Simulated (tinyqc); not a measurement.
p-n diode, drift-diffusion by the Gummel loop with Scharfetter-Gummel fluxes: one step of the calculation.

Abrupt junction at x = 0, p side from -Lp, n side to Ln, ohmic contacts. psi is counted from the intrinsic level; n = ni exp((psi - phin)/Vt), p = ni exp((phip - psi)/Vt). Contacts: p side psi = V - Vt ln(Na/ni), p = Na, n = ni^2/Na; n side psi = Vt ln(Nd/ni), n = Nd, p = ni^2/Nd. Constant mobilities, D = mu Vt, Boltzmann statistics, SRH recombination through a mid-gap level, U = (n p - ni^2)/(tp (n + ni) + tn (p + ni)). Current is positive from the p contact to the n contact.

Problem. Hole continuity. With psi and the new n held, F_i = (mup Vt/h_i) [p_(i+1) B(-d_i) - p_i B(d_i)], d_i = (psi_(i+1) - psi_i)/Vt, B(d) = d/(exp(d) - 1); solve F_i - F_(i-1) = w_i [(n_i p_i - ni^2)/den_i - G] for the new p, with den = tp (n + ni) + tn (p + ni) taken at the new n and the old p, h_i = x_(i+1) - x_i, w_i = (h_(i-1) + h_i)/2; phip = psi + Vt ln(p/ni).

Inputs (values chosen for the exercise); band and dielectric values close to those of cadmium telluride:
- T = 300 K (temperature)
- Na = 2.5e17 cm^-3 (acceptor density of the p side)
- Nd = 7.4e16 cm^-3 (donor density of the n side)
- mup = 46 cm^2/(V s) (hole mobility)
- tn = 4e-8 s (SRH lifetime of electrons)
- tp = 2e-9 s (SRH lifetime of holes)
- G = 0 cm^-3 s^-1 (uniform generation rate)

Constants: q = 1.602176634e-19 C, kB = 1.380649e-23 J/K, Vt = kB T/q. Results are converted to the units shown.

```
node  x (nm)      psi (V)  new n (cm^-3)  p after Poisson (cm^-3)
0      -7700  -0.03444481   2.5211958e-6                   2.5e17
1      -2490  -0.03444481    1.2250726e5                   2.5e17
2       -799  -0.03444481    1.7955038e5             2.5000000e17
3       -247  -0.03444458    2.0086012e5             2.4999783e17
4      -67.9  -0.03419034    2.1011243e5             2.4755121e17
5       -9.5  -0.00368189    6.8843858e5             7.6058151e16
6        9.5   0.23538804    7.1468913e9             7.3273634e12
7       55.6   0.61648667   1.8042366e16              2.9025018e6
8        168   0.65264463   7.3066874e16              7.1671329e5
9        439   0.65297219   7.3998553e16              7.0768950e5
10      1100   0.65297269   7.4000000e16              7.0767567e5
11      2700   0.65297269         7.4e16             8.5175533e-6
```

ni = 7.9391369e5 cm^-3

Find: new p; phip after round 1.

Solution.

```
node  new p (cm^-3)  phip after round 1 (V)
0         2.5000e17                 0.65000
1         2.5000e17                 0.65000
2         2.5000e17                 0.65000
3         2.5000e17                 0.65000
4         2.4755e17                 0.65000
5         7.6058e16                 0.65000
6         7.3274e12                 0.65000
7          2.8947e6                 0.64993
8          6.2130e5                 0.64631
9          3.3240e5                 0.63046
10            72975                 0.59127
11        8.5176e-6                 0.00000
```

Program tinyqc, `OMP_NUM_THREADS=1 python tinyqc.py 2240115 2240116 out.jsonl`; Intel Xeon 2.30GHz, shared host, one thread, about 0.2 s.
